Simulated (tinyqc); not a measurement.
Inversion layer as a triangular well, valleys of the Si type, step by step. Values are carried at full precision from step to step, so a last printed digit may differ when a step is redone from the rounded ones.

Six ellipsoidal valleys with their long axes along the cube axes, mass ml along the axis and mt across it. For a valley whose axis makes the angle theta with the surface normal, 1/m_z = cos^2(theta)/ml + sin^2(theta)/mt sets the confinement; in the plane the masses are m_1 = mt and m_2 = ml mt/m_z, and m_d = sqrt(m_1 m_2).

Constants: e^2/(4 pi eps0) = 14.39964547 eV angstrom; hbar^2/2m0 = 3.80998211 eV angstrom^2; kB = 8.617333262e-05 eV/K.

Parameters, chosen for this exercise (near those of Si; shifted at random, so the results belong to these values and not to a real crystal): ml = 0.924 m0 (longitudinal mass); mt = 0.189 m0 (transverse mass); face = 100 (surface); eps = 11.9 (dielectric constant); Ns = 2.6 x 1e12/cm^2 (electron sheet density); Nd = 1.2 x 1e12/cm^2 (depletion charge); eta = 0.5 (share of Ns in the effective field); T = 400 K (temperature); tox = 17 angstrom (SiO2-equivalent oxide thickness).

## Valley masses on the (100) face

Group the valleys by their angle to the normal, heaviest m_z first.

Valleys (masses in m0):
```
valleys g  cos^2(theta)     m_z     m_1     m_2     m_d
2                1.0000  0.9240  0.1890  0.1890  0.1890
4                0.0000  0.1890  0.1890  0.9240  0.4179
```

The 2 valleys with the heaviest m_z will give the lowest ladder of subbands.

## Effective field

The field is taken as constant, e F = 4 pi (e^2/4 pi eps0)(Nd + eta Ns)/eps, with 1e12/cm^2 = 1e-4/angstrom^2, and the oxide as a hard wall at z = 0; c = hbar^2/2m0.

Find e F, and F in MV/cm (1 MV/cm = 0.01 V/angstrom).

e F = 0.00380150 eV/angstrom
F = 0.3801 MV/cm

## Subband ladders

Level j of a valley lies at E_j = a_j (c (e F)^2/m_z)^(1/3) above the band edge at the surface, with the Airy zeros a_j = 2.338107, 4.087949, 5.520560, 6.786708, 7.944134, 9.022651, 10.040174, 11.008524, 11.936016, 12.828777, and has <z> = 2 E_j/(3 e F).

The ten lowest levels of all groups of valleys together, j = 0, 1, ..., c = hbar^2/2m0; primes mark the groups with lighter m_z.

Subbands:
```
label  valleys g  m_d (m0)  E (eV)  <z> (angstrom)
0              2    0.1890  0.0913           16.02
0'             4    0.4179  0.1550           27.18
1              2    0.1890  0.1597           28.00
2              2    0.1890  0.2156           37.81
3              2    0.1890  0.2651           46.49
1'             4    0.4179  0.2710           47.52
4              2    0.1890  0.3103           54.42
5              2    0.1890  0.3524           61.80
2'             4    0.4179  0.3660           64.18
6              2    0.1890  0.3922           68.77
```

The second subband is 0', 63.7 meV above the first.

## Fermi level and populations

Subband i holds n_i = g m_d/(2 pi c) kB T ln(1 + exp((EF - E_i)/kB T)) (spin included), and EF is fixed by sum n_i = Ns over the levels listed or, where none are listed, over j = 0 to 9 of each group; 1e12/cm^2 = 1e-4/angstrom^2.

Solve for EF; c = hbar^2/2m0. The mean distance is sum n_i <z>_i/Ns.

EF = 0.0463 eV

Populations:
```
label  (EF - E)/kB T  n (1e12/cm^2)  share (%)
0              -1.31          1.304       50.2
0'             -3.15          1.006       38.7
1              -3.29          0.199        7.7
2              -4.91          0.040        1.5
3              -6.35          0.010        0.4
1'             -6.52          0.035        1.4
4              -7.66          0.003        0.1
5              -8.88          0.001        0.0
2'             -9.27          0.002        0.1
6             -10.03          0.000        0.0
```

mean distance from the surface = 22.23 angstrom

The lowest subband holds 50.2 % of the electrons and is partly degenerate (EF within a few kB T of its edge).

## Effect on the gate capacitance

The charge sits at the mean distance <z> from the surface, which adds (3.9/eps) <z> to the oxide thickness; C/Cox = tox/(tox + 3.9 <z>/eps). The density-of-states term is left out.

added thickness = 7.28 angstrom
C/Cox = 0.700

## Checks

- Lowest level by finite differences against the Airy formula, eV: both 0.0913.

(tinyqc, `OMP_NUM_THREADS=1 python tinyqc.py 1280594 1280595 out.jsonl`, Intel(R) Xeon(R) Processor @ 2.30GHz, 1 thread, shared host, about 0.05 s.)
